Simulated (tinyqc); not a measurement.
Balance functions: hot carriers by balance equations with a heated Maxwellian. Computed by tinyqc, a small Python program. Command: `OMP_NUM_THREADS=1 python tinyqc.py 3012859 3012860 out.jsonl hot walk`. One thread of a shared host (Intel(R) Xeon(R) Processor @ 2.30GHz), about 0.01 s of CPU time with the checks.

The carriers follow a Maxwellian at an electron temperature T_e, slightly displaced; the drift energy is neglected against k_B T_e. The balance averages the rate, not the time, so mu_0 lies below the relaxation-time value.

Inputs (values chosen for the exercise, for a model non-polar semiconductor):
```
quantity                                          value       unit
effective mass m                                  0.651        m_0
density rho                                        3170     kg/m^3
sound velocity v_l                                 5960        m/s
acoustic deformation potential D_A                  5.9         eV
phonon energy hbar w                               77.1        meV
optical or intervalley deformation potential D_o    6.3  1e8 eV/cm
final valleys Z_f                                     5          -
lattice temperature T                               150          K
```

Band: parabolic. Solver: damped fixed point.

Constants: k_B = 8.617333262e-05 eV/K; k_B = 1.380649e-23 J/K; e = 1.602176634e-19 C; hbar = 1.054571817e-34 J s; m_0 = 9.1093837015e-31 kg; hbar = 6.582119569e-16 eV s.

Method:
- Parabolic band: E = hbar^2 k^2/(2 m), speed v = hbar k/m, states per spin, volume and energy g(E) = m k/(2 pi^2 hbar^2). Masses are multiplied by m_0 and all formulas are in SI units.
- Phonon occupation N_q = 1/(exp(hbar w/(k_B T)) - 1).
- Acoustic deformation potential (elastic, equipartition, absorption and emission together): 1/tau = 2 pi k_B T D_A^2 g(E)/(hbar rho v_l^2).
- Optical or intervalley deformation potential: 1/tau = (pi Z_f D_o^2/(rho w)) [N_q g(E + hbar w) + (N_q + 1) g(E - hbar w)], with g = 0 below the band edge.
- Averages over the Maxwellian, <y> = int y x^(1/2) exp(-x) dx / int x^(1/2) exp(-x) dx with x = E/(k_B T_e), split at x_0 = hbar w/(k_B T_e): 64 Gauss-Legendre points in sqrt(x) below it and 128 in sqrt(x - x_0) above it, up to x = 32. Momentum balance: mu(T_e) = e/(m nu), nu = <x (sum of rates)>/<x>. Power lost per carrier: P(T_e) = hbar w <emission rate - absorption rate> + <(2 m v_l^2/(k_B T)) (E - 2 k_B T) acoustic rate>.
- The field that sustains T_e follows from e mu F^2 = P.

Against the electron temperature:
```
T_e (K)  mu (cm^2/(V s))  P optical (1e9 eV/s)  P acoustic (1e9 eV/s)  F (kV/cm)  drift velocity (1e7 cm/s)
165               1167.1            2.1498e+00             7.7368e-02       1.38                     0.1612
195                957.6            9.0058e+00             2.5233e-01       3.11                     0.2978
240                717.5            2.6109e+01             5.5986e-01       6.10                     0.4374
300                515.2            6.0422e+01             1.0432e+00      10.92                     0.5627
450                294.1            1.8141e+02             2.5554e+00      25.01                     0.7356
750                168.9            4.5651e+02             6.5980e+00      52.36                     0.8845
1200               114.6            8.1914e+02             1.4605e+01      85.29                     0.9776
1800                86.8            1.2035e+03             2.8109e+01     119.12                     1.0340
```

What does the comparison show, and why?

Optical phonons take 97 % of the power in the first row and 98 % in the last. The velocity grows as F^0.76 at first and as F^0.17 at the end, so it levels off; if optical phonons alone set both balances the limit at high T_e would be sqrt(3 hbar w tanh(hbar w/2 k_B T)/(4 m)) = 1.25 in the same unit. Rows above 1400 K (k_B T_e > 0.12 eV) stretch the parabolic band.
